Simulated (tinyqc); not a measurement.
Gain for each load and current direction: deformation-potential model of the L valleys of a conduction band.

Valleys with axes along [111], [1-1-1], [-11-1] and [-1-11], one whole valley each. Herring-Vogt shift of a valley with unit axis a: dE = Xd tr(e) + Xu a.e.a. Non-degenerate shares n_i = exp(-dE_i/kT)/sum_j exp(-dE_j/kT). Inverse mass tensor of a valley: (1 - a a)/mt + a a/ml; the masses are taken as independent of strain.

s11 = (C11 + C12)/((C11 - C12)(C11 + 2 C12)), s12 = -C12/((C11 - C12)(C11 + 2 C12)), s44 = 1/C44; exx = s11 sxx + s12 (syy + szz) and cyclic, exy = s44 sxy/2; tension is positive. A uniaxial stress X along the unit vector n is s_ij = X n_i n_j.

Constants: kB = 8.617333262e-05 eV/K.

Inputs chosen for the exercise (near those of Ge; the results hold for these values, not for the real material):
- ml = 1.606 m0 (longitudinal mass)
- mt = 0.082 m0 (transverse mass)
- Xd = -6.4 eV (dilation potential)
- Xu = 15.99 eV (uniaxial potential)
- C11 = 127.9 GPa
- C12 = 48 GPa
- C44 = 67 GPa
- X1 = 0.6 GPa (size of the stress)
- T = 300 K (temperature)

Each load has the size X1. Gain m_c(0)/m_c - 1 in per cent from repopulation alone, m_c = 1/(u.M.u), M = sum_i n_i (inverse mass tensor); biaxial means sxx = syy.

Gain (%); + is tension, - compression:
```
load                [100]  [010]  [001]  [110]  [1-10]  [111]
uniaxial [110] (+)    0.0    0.0    0.0   33.7   -33.7   22.4
uniaxial [110] (-)    0.0    0.0    0.0  -33.7    33.7  -22.4
uniaxial [100] (+)    0.0    0.0    0.0    0.0     0.0    0.0
uniaxial [100] (-)    0.0    0.0    0.0    0.0     0.0    0.0
uniaxial [111] (+)    0.0    0.0    0.0   13.7   -13.7   27.4
uniaxial [111] (-)    0.0    0.0    0.0  -33.7    33.7  -67.4
biaxial (001) (+)     0.0    0.0    0.0    0.0     0.0    0.0
biaxial (001) (-)     0.0    0.0    0.0    0.0     0.0    0.0
```

The largest gain is +33.7 %, for uniaxial [110] (+) with the current along [110], uniaxial [110] (-) with the current along [1-10] and uniaxial [111] (-) with the current along [1-10]; for a [110] channel it is +33.7 %, under uniaxial [110] (+). No gain or loss appears under biaxial (001) and uniaxial [100]: the valleys stay equivalent.

Program tinyqc; command `OMP_NUM_THREADS=1 python tinyqc.py 1081502 1081503 out.jsonl`; about 0.02 s on one thread of a shared Intel(R) Xeon(R) Processor @ 2.30GHz.
